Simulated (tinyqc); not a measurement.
## Depth and level of a trap from the time ratio

Inverse problem. For an oxide trap tc/te = exp(E/Vt) with E = E0 - dpsi - (xt/tox)(Vg - VT - dpsi), dpsi being the rise of the surface potential above its value at threshold. Find xt and E0, and the depth that would be read if dpsi were ignored.

Values chosen for this exercise: temperature T = 250 K; insulator thickness tox = 2.3 nm.

Constants: q = 1.602176634e-19 C, kB = 1.380649e-23 J/K, Vt = kB T/q. Results are converted to the units shown.

Vg - VT (V): [0.15, 0.3]
tc/te: [1.7305570, 0.35689497]
dpsi (V): [0.044412408, 0.061025851]

Solution. E + dpsi is a straight line in the oxide voltage Vg - VT - dpsi with slope -xt/tox and intercept E0. Ignoring dpsi assigns the motion of the bands to the trap and overstates its depth.

xt = 0.300 nm
E0 = 0.0700 eV
depth read without dpsi = 0.522 nm

Numbers from tinyqc (`OMP_NUM_THREADS=1 python tinyqc.py 2710015 2710016 out.jsonl`; about 0.01 s on one thread of a shared Intel Xeon 2.30GHz).
